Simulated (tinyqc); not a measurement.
Size effects in the resistivity of thin metal films and interconnect lines: one step, computed by the program tinyqc.

Electrons lose their drift at surfaces (a share 1 - p of the hits) and at grain boundaries (reflection R), besides bulk scattering.

Problem. Surfaces. Fuchs-Sondheimer film: rho_b/rho = 1 - (3/(2 kappa))(1 - p) int_0^1 (s - s^3)(1 - exp(-kappa/s))/(1 - p exp(-kappa/s)) ds, f = rho/rho_b, kappa = thickness/lambda, 80 Gauss-Legendre points.

Inputs (values chosen for the exercise, modelled on ruthenium): bulk mean free path lambda = 6.93 nm; specularity p = 0; film thickness h = 23 nm.

Geometry: film.

Give: kappa = h/lambda; rho/rho_b from surfaces.

Solution.

kappa = h/lambda = 3.3189

rho/rho_b from surfaces = 1.1265

The thick-film form 1 + 3 (1 - p)/(8 kappa) gives 1.113, a deviation of -1.2 %.
